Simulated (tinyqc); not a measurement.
ROHF in the sto-3g basis, for H4+, spin multiplicity 2, step by step. Computed by tinyqc, a small Python program that keeps every step (integrals from PySCF). Settings: charge = 1, multiplicity = 2, basis = sto-3g, energy threshold = 1e-10, iteration cap = 75, orthogonalisation = canonical, start = highest core orbitals, DIIS depth = 0, method = ROHF. Command: `OMP_NUM_THREADS=1 python tinyqc.py 20818 20819 out.jsonl` (the two numbers bound the seeds that draw the settings). One thread of a shared host (Intel(R) Xeon(R) Processor @ 2.60GHz), about 0.06 s of CPU time with the checks. Later iterations appear only in the table of the cycle.

## One-electron integrals

Geometry (angstrom):
```
atom         x         y         z
H     0.000000  0.000000  0.000000
H     0.000000  0.000000  1.436000
H     0.000000  0.000000  3.430000
H     0.000000  0.000000  4.866000
```

Basis sto-3g: exponents (1/bohr^2) and contraction coefficients of normalised primitives:
```
element  l (shell)  exponent  coefficient
H            s (1)  3.425251     0.154329
H            s (1)  0.623914     0.535328
H            s (1)  0.168855     0.444635
```

Overlap, kinetic and nuclear-attraction integrals over the contracted functions; the nuclear repulsion is the sum of Za Zb / Rab.

nuclear repulsion = 1.41970845 hartree

overlap S:
```
          1H 1s     2H 1s     3H 1s     4H 1s
1H 1s  1.000000  0.281189  0.007066  0.000162
2H 1s  0.281189  1.000000  0.120395  0.007066
3H 1s  0.007066  0.120395  1.000000  0.281189
4H 1s  0.000162  0.007066  0.281189  1.000000
```

kinetic energy T (hartree):
```
           1H 1s      2H 1s      3H 1s      4H 1s
1H 1s   0.760032   0.015715  -0.003487  -0.000162
2H 1s   0.015715   0.760032  -0.010037  -0.003487
3H 1s  -0.003487  -0.010037   0.760032   0.015715
4H 1s  -0.000162  -0.003487   0.015715   0.760032
```

nuclear attraction V (hartree):
```
           1H 1s      2H 1s      3H 1s      4H 1s
1H 1s  -1.856191  -0.465244  -0.010300  -0.000223
2H 1s  -0.465244  -2.012723  -0.186151  -0.010300
3H 1s  -0.010300  -0.186151  -2.012723  -0.465244
4H 1s  -0.000223  -0.010300  -0.465244  -1.856191
```

core Hamiltonian H = T + V (hartree):
```
           1H 1s      2H 1s      3H 1s      4H 1s
1H 1s  -1.096160  -0.449529  -0.013786  -0.000384
2H 1s  -0.449529  -1.252692  -0.196187  -0.013786
3H 1s  -0.013786  -0.196187  -1.252692  -0.449529
4H 1s  -0.000384  -0.013786  -0.449529  -1.096160
```

## Two-electron integrals

Functions are numbered as in S; the eight-fold symmetry (ij|kl) = (ji|kl) = (kl|ij) leaves the list below.

Two-electron integrals (ij|kl) in chemists' order, unique and non-zero (hartree):
```
(11|11) 0.774606   (21|11) 0.153567   (21|21) 0.045528   (22|11) 0.359485
(22|21) 0.153567   (22|22) 0.774606   (31|11) 0.002242   (31|21) 0.000836
(31|22) 0.003756   (31|31) 0.000023   (32|11) 0.026939   (32|21) 0.010843
(32|22) 0.056489   (32|31) 0.000376   (32|32) 0.007481   (33|11) 0.154278
(33|21) 0.055604   (33|22) 0.264468   (33|31) 0.002242   (33|32) 0.056489
(33|33) 0.774606   (41|11) 0.000035   (41|21) 0.000014   (41|22) 0.000069
(41|31) 4.78e-07   (41|32) 0.000009   (41|33) 0.000069   (41|41) 1.19e-08
(42|11) 0.001213   (42|21) 0.000454   (42|22) 0.002242   (42|31) 0.000017
(42|32) 0.000376   (42|33) 0.003756   (42|41) 4.78e-07   (42|42) 0.000023
(43|11) 0.036082   (43|21) 0.012413   (43|22) 0.055604   (43|31) 0.000454
(43|32) 0.010843   (43|33) 0.153567   (43|41) 0.000014   (43|42) 0.000836
(43|43) 0.045528   (44|11) 0.108750   (44|21) 0.036082   (44|22) 0.154278
(44|31) 0.001213   (44|32) 0.026939   (44|33) 0.359485   (44|41) 0.000035
(44|42) 0.002242   (44|43) 0.153567   (44|44) 0.774606
```

## Orthogonalisation

S = U s U^T; canonical form X = U s^(-1/2), so that X^T S X = 1. Each column of U has its largest component positive (the first on a tie).

eigenvalues of S: 0.659085  0.765821  1.220358  1.354736

X:
```
               1          2          3         4
1H 1s  -0.545948   0.626973   0.498740  0.383226
2H 1s   0.678652  -0.509705   0.401216  0.471395
3H 1s  -0.678652  -0.509705  -0.401216  0.471395
4H 1s   0.545948   0.626973  -0.498740  0.383226
```

## Starting guess

The start is the highest orbitals of the core Hamiltonian (a deliberately bad start); D(s) = C_occ C_occ^T for each spin.

D(alpha) at the start:
```
           1H 1s      2H 1s      3H 1s      4H 1s
1H 1s   0.936476  -0.621262   0.092271   0.050757
2H 1s  -0.621262   0.429135  -0.145685   0.092271
3H 1s   0.092271  -0.145685   0.429135  -0.621262
4H 1s   0.050757   0.092271  -0.621262   0.936476
```

D(beta) at the start:
```
           1H 1s      2H 1s      3H 1s      4H 1s
1H 1s   0.442860  -0.356766   0.356766  -0.442860
2H 1s  -0.356766   0.287410  -0.287410   0.356766
3H 1s   0.356766  -0.287410   0.287410  -0.356766
4H 1s  -0.442860   0.356766  -0.356766   0.442860
```

## Iteration 1: building the Fock matrix

J_ij = sum D_kl (ij|kl) with D = D(alpha) + D(beta), K_ij = sum D_kl (ik|jl) for each spin; F = H + J - K(s); E = tr D H + tr D J / 2 - 0.5 sum_s tr D(s) K(s) + E_nn.

Coulomb J (hartree):
```
          1H 1s     2H 1s     3H 1s     4H 1s
1H 1s  1.195354  0.289889  0.006248  0.000136
2H 1s  0.289889  1.000446  0.107038  0.006248
3H 1s  0.006248  0.107038  1.000446  0.289889
4H 1s  0.000136  0.006248  0.289889  1.195354
```

exchange K(alpha) (hartree):
```
           1H 1s      2H 1s      3H 1s      4H 1s
1H 1s   0.554312  -0.041214  -0.000793   0.009299
2H 1s  -0.041214   0.173001   0.003252  -0.000793
3H 1s  -0.000793   0.003252   0.173001  -0.041214
4H 1s   0.009299  -0.000793  -0.041214   0.554312
```

exchange K(beta) (hartree):
```
           1H 1s      2H 1s      3H 1s      4H 1s
1H 1s   0.247655  -0.026894   0.022076  -0.026570
2H 1s  -0.026894   0.111572  -0.020927   0.022076
3H 1s   0.022076  -0.020927   0.111572  -0.026894
4H 1s  -0.026570   0.022076  -0.026894   0.247655
```

F(alpha) (hartree):
```
           1H 1s      2H 1s      3H 1s      4H 1s
1H 1s  -0.455118  -0.118426  -0.006745  -0.009548
2H 1s  -0.118426  -0.425247  -0.092402  -0.006745
3H 1s  -0.006745  -0.092402  -0.425247  -0.118426
4H 1s  -0.009548  -0.006745  -0.118426  -0.455118
```

F(beta) (hartree):
```
           1H 1s      2H 1s      3H 1s      4H 1s
1H 1s  -0.148461  -0.132746  -0.029614   0.026322
2H 1s  -0.132746  -0.363818  -0.068222  -0.029614
3H 1s  -0.029614  -0.068222  -0.363818  -0.132746
4H 1s   0.026322  -0.029614  -0.132746  -0.148461
```

total energy of this density = -0.57642267 hartree

## Iteration 1: Roothaan effective Fock matrix

With projectors Pc = D(beta) S, Po = (D(alpha) - D(beta)) S, Pv = 1 - D(alpha) S, the block xy is Px^T F Py; with Fc = (F(alpha) + F(beta))/2, the blocks are Fc for cc, oo, vv and cv, F(beta) for co and F(alpha) for ov.

effective F (hartree):
```
           1H 1s      2H 1s      3H 1s      4H 1s
1H 1s  -0.311257  -0.132673  -0.025267  -0.001081
2H 1s  -0.132673  -0.388012  -0.073791  -0.025267
3H 1s  -0.025267  -0.073791  -0.388012  -0.132673
4H 1s  -0.001081  -0.025267  -0.132673  -0.311257
```

## Iteration 1: diagonalisation and new density

Diagonalise F' = X^T F X, C = X C', fill 2 alpha and 1 beta electrons from the bottom; D(s) = C_occ C_occ^T. Each column has its largest component positive (the first on a tie).

F' = X^T F X (hartree):
```
           1          2          3          4
1  -0.315162   0.000000  -0.027857   0.000000
2   0.000000  -0.283616   0.000000   0.040168
3  -0.027857   0.000000  -0.341439   0.000000
4   0.000000   0.040168   0.000000  -0.411107
```

orbital energies (hartree): MO1 -0.422707, MO2 -0.359101, MO3 -0.297501, MO4 -0.272016

coefficients C:
```
            MO1        MO2        MO3        MO4
1H 1s  0.194226   0.128884   0.728141   0.708684
2H 1s  0.594307   0.702242  -0.358329  -0.358904
3H 1s  0.594307  -0.702242   0.358329  -0.358904
4H 1s  0.194226  -0.128884  -0.728141   0.708684
```

D(alpha) after iteration 1:
```
          1H 1s      2H 1s      3H 1s     4H 1s
1H 1s  0.054335   0.205937   0.024922  0.021113
2H 1s  0.205937   0.846344  -0.139943  0.024922
3H 1s  0.024922  -0.139943   0.846344  0.205937
4H 1s  0.021113   0.024922   0.205937  0.054335
```

D(beta) after iteration 1:
```
          1H 1s     2H 1s     3H 1s     4H 1s
1H 1s  0.037724  0.115430  0.115430  0.037724
2H 1s  0.115430  0.353200  0.353200  0.115430
3H 1s  0.115430  0.353200  0.353200  0.115430
4H 1s  0.037724  0.115430  0.115430  0.037724
```

## Iteration 2: building the Fock matrix

As before.

Coulomb J (hartree):
```
          1H 1s     2H 1s     3H 1s     4H 1s
1H 1s  0.831959  0.310599  0.008514  0.000195
2H 1s  0.310599  1.453938  0.157824  0.008514
3H 1s  0.008514  0.157824  1.453938  0.310599
4H 1s  0.000195  0.008514  0.310599  0.831959
```

exchange K(alpha) (hartree):
```
          1H 1s     2H 1s     3H 1s     4H 1s
1H 1s  0.143770  0.220734  0.014108  0.003632
2H 1s  0.220734  0.712656  0.066718  0.014108
3H 1s  0.014108  0.066718  0.712656  0.220734
4H 1s  0.003632  0.014108  0.220734  0.143770
```

exchange K(beta) (hartree):
```
          1H 1s     2H 1s     3H 1s     4H 1s
1H 1s  0.081876  0.115389  0.048351  0.017429
2H 1s  0.115389  0.356450  0.152783  0.048351
3H 1s  0.048351  0.152783  0.356450  0.115389
4H 1s  0.017429  0.048351  0.115389  0.081876
```

F(alpha) (hartree):
```
           1H 1s      2H 1s      3H 1s      4H 1s
1H 1s  -0.407971  -0.359664  -0.019380  -0.003822
2H 1s  -0.359664  -0.511409  -0.105081  -0.019380
3H 1s  -0.019380  -0.105081  -0.511409  -0.359664
4H 1s  -0.003822  -0.019380  -0.359664  -0.407971
```

F(beta) (hartree):
```
           1H 1s      2H 1s      3H 1s      4H 1s
1H 1s  -0.346077  -0.254319  -0.053624  -0.017619
2H 1s  -0.254319  -0.155204  -0.191146  -0.053624
3H 1s  -0.053624  -0.191146  -0.155204  -0.254319
4H 1s  -0.017619  -0.053624  -0.254319  -0.346077
```

total energy of this density = -1.31513391 hartree

## Iteration 2: Roothaan effective Fock matrix

As before.

effective F (hartree):
```
           1H 1s      2H 1s      3H 1s      4H 1s
1H 1s  -0.361133  -0.292304  -0.051189  -0.026611
2H 1s  -0.292304  -0.339233  -0.142187  -0.051189
3H 1s  -0.051189  -0.142187  -0.339233  -0.292304
4H 1s  -0.026611  -0.051189  -0.292304  -0.361133
```

## Iteration 2: diagonalisation and new density

As before.

F' = X^T F X (hartree):
```
           1          2          3          4
1  -0.023580   0.000000   0.017273   0.000000
2   0.000000  -0.115903   0.000000  -0.023834
3   0.017273   0.000000  -0.422848   0.000000
4   0.000000  -0.023834   0.000000  -0.576056
```

orbital energies (hartree): MO1 -0.577287, MO2 -0.423594, MO3 -0.114672, MO4 -0.022834

coefficients C:
```
            MO1        MO2        MO3        MO4
1H 1s  0.415061   0.521829   0.606367  -0.523923
2H 1s  0.444472   0.371564  -0.533345   0.695330
3H 1s  0.444472  -0.371564  -0.533345  -0.695330
4H 1s  0.415061  -0.521829   0.606367   0.523923
```

D(alpha) after iteration 2:
```
           1H 1s      2H 1s      3H 1s      4H 1s
1H 1s   0.444581   0.378376  -0.009410  -0.100030
2H 1s   0.378376   0.335615   0.059496  -0.009410
3H 1s  -0.009410   0.059496   0.335615   0.378376
4H 1s  -0.100030  -0.009410   0.378376   0.444581
```

D(beta) after iteration 2:
```
          1H 1s     2H 1s     3H 1s     4H 1s
1H 1s  0.172276  0.184483  0.184483  0.172276
2H 1s  0.184483  0.197555  0.197555  0.184483
3H 1s  0.184483  0.197555  0.197555  0.184483
4H 1s  0.172276  0.184483  0.184483  0.172276
```

## Iteration 11 (converged): orbitals

converged F (hartree):
```
           1H 1s      2H 1s      3H 1s      4H 1s
1H 1s  -0.386271  -0.353985  -0.040624  -0.012104
2H 1s  -0.353985  -0.425308  -0.158860  -0.040624
3H 1s  -0.040624  -0.158860  -0.425308  -0.353985
4H 1s  -0.012104  -0.040624  -0.353985  -0.386271
```

As before.

F' = X^T F X (hartree):
```
           1          2          3          4
1  -0.004071   0.000000  -0.016188   0.000000
2   0.000000  -0.112309   0.000000   0.010187
3  -0.016188   0.000000  -0.522741   0.000000
4   0.000000   0.010187   0.000000  -0.661778
```

orbital energies (hartree): MO1 -0.661966, MO2 -0.523246, MO3 -0.112120, MO4 -0.003566

coefficients C:
```
            MO1        MO2        MO3        MO4
1H 1s  0.371543   0.481484   0.633966  -0.561225
2H 1s  0.480759   0.422170  -0.500883   0.665819
3H 1s  0.480759  -0.422170  -0.500883  -0.665819
4H 1s  0.371543  -0.481484   0.633966   0.561225
```

D(alpha) after iteration 11:
```
           1H 1s      2H 1s      3H 1s      4H 1s
1H 1s   0.369871   0.381891  -0.024646  -0.093782
2H 1s   0.381891   0.409357   0.052901  -0.024646
3H 1s  -0.024646   0.052901   0.409357   0.381891
4H 1s  -0.093782  -0.024646   0.381891   0.369871
```

D(beta) after iteration 11:
```
          1H 1s     2H 1s     3H 1s     4H 1s
1H 1s  0.138044  0.178623  0.178623  0.138044
2H 1s  0.178623  0.231129  0.231129  0.178623
3H 1s  0.178623  0.231129  0.231129  0.178623
4H 1s  0.138044  0.178623  0.178623  0.138044
```

## Convergence

Stop when the energy changes by less than 1e-10 hartree and every element of the error matrix X^T (F D S - S D F) X is below 3e-06.

Course of the cycle:
```
iteration  E (hartree)     change  largest element of the error matrix
1          -0.57642267          -                             3.23e-02
2          -1.31513391  -7.39e-01                             2.86e-01
3          -1.50878863  -1.94e-01                             8.90e-02
4          -1.51794565  -9.16e-03                             1.20e-02
5          -1.51809512  -1.49e-04                             1.13e-03
6          -1.51809750  -2.38e-06                             2.62e-04
7          -1.51809757  -7.16e-08                             5.02e-05
8          -1.51809758  -6.97e-09                             1.79e-05
9          -1.51809758  -1.05e-09                             6.78e-06
10         -1.51809758  -1.68e-10                             2.65e-06
11         -1.51809758  -2.70e-11                             1.07e-06
```

PySCF ROHF in the same basis = -1.51809758 hartree

Converged in 11 iterations.

## Populations, bond orders and dipole

Mulliken: Z minus the diagonal of D S on the atom; Loewdin: the same with S^(1/2) D S^(1/2); Mayer order: 2 sum_s sum (D(s) S)_ij (D(s) S)_ji over the two atoms.

Charges (e):
```
atom  Mulliken   Loewdin  Mulliken spin
1H    0.333380  0.331910       0.287510
2H    0.166620  0.168090       0.212490
3H    0.166620  0.168090       0.212490
4H    0.333380  0.331910       0.287510
```

Mayer bond orders:
```
pair     order
2-1   0.597418
3-1   0.117726
3-2   0.211942
4-1   0.091052
4-2   0.117726
4-3   0.597418
```

dipole moment about the origin, x y z (debye): 0.000000  0.000000  11.686197
